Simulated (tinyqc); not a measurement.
Comparisons within one model: Penn model of the dielectric constant and Phillips ionicity. A value that a table varies takes the place of the one given here.

n = 32/a^3; Ep^2 = 8 pi c e2 n with c = hbar^2/2m0, e2 = e^2/(4 pi eps0); EF = c (3 pi^2 n)^(2/3); eps = 1 + (Ep/Eg)^2 S with S = 1 - Eg/(4 EF) + (Eg/(4 EF))^2/3, Eg the Penn gap. Core d shells are left out.

Phillips: bond length d = sqrt(3) a/4; homopolar gap Eh = 39.74 d^(-2.48) eV (d in angstrom); Eg^2 = Eh^2 + C^2; ionicity fi = C^2/Eg^2.

Constants: hbar^2/2m0 = 3.80998211 eV angstrom^2; e^2/(4 pi eps0) = 14.39964547 eV angstrom.

Inputs chosen for the exercise (out of a larger set: near those of InSb; not measured data):
```
symbol  value  unit      meaning
a       6.481  angstrom  cubic lattice constant, 32 valence electrons a cell
C0      2.27   eV        ionic gap, held fixed
ei      16.13            high-frequency dielectric constant
```

## Dielectric constant under pressure

The lattice constant is scaled by the factor listed; C = C0.

Results:
```
factor  Eh (eV)  Eg (eV)  Ep (eV)     eps     fi
0.94      3.585    4.243   13.969  10.719  0.286
0.96      3.403    4.090   13.535  10.813  0.308
0.98      3.233    3.950   13.123  10.883  0.330
0.99      3.153    3.885   12.925  10.908  0.341
1.00      3.075    3.822   12.731  10.928  0.353
1.01      3.000    3.762   12.543  10.941  0.364
1.02      2.928    3.705   12.359  10.949  0.375
1.04      2.790    3.597   12.004  10.946  0.398
```

What does this show, and why?

d ln eps/d ln a = +0.15 around factor 1: eps falls under compression. Ep^2 goes as a^-3 and Eh^2 as a^-4.96; with C fixed Eg^2 goes as a^-3.21 at fi = 0.353, and leaving S aside the two powers balance at fi = 0.395. The slope is a difference of two powers and the model omits d shells and any change of C, so it is no prediction for a real crystal; eps from C0 (row 1.00) need not match a measured ei.

## What moves the Penn gap and the ionicity

Eg from ei; fi = 1 - (Eh/Eg)^2, printed even where negative. Each row changes one parameter from the base and keeps the others.

Results:
```
case                Ep (eV)  Eg (eV)  Eh (eV)     fi
base                 12.731    3.128    3.075  0.034
a = 6.611 angstrom   12.358    3.035    2.927  0.070
ei = 14.52           12.731    3.301    3.075  0.132
```

What can be read from the table?

The largest shifts from the base row, up to three for each result and ties (the steps differ in size, so this ranks the rows, not the parameters). Ep (eV): a -0.374; unchanged at the printed digits by ei. Eg (eV): ei +0.173, a -0.093. Eh (eV): a -0.148; unchanged at the printed digits by ei. fi: ei +0.098, a +0.036. With the tabulated Phillips C of about 2.1 eV, fi would be 0.32; this model leaves out the d-shell factor.

(tinyqc, `OMP_NUM_THREADS=1 python tinyqc.py 1680963 1680964 out.jsonl`, Intel(R) Xeon(R) Processor @ 2.30GHz, 1 thread, shared host, about 0.01 s.)
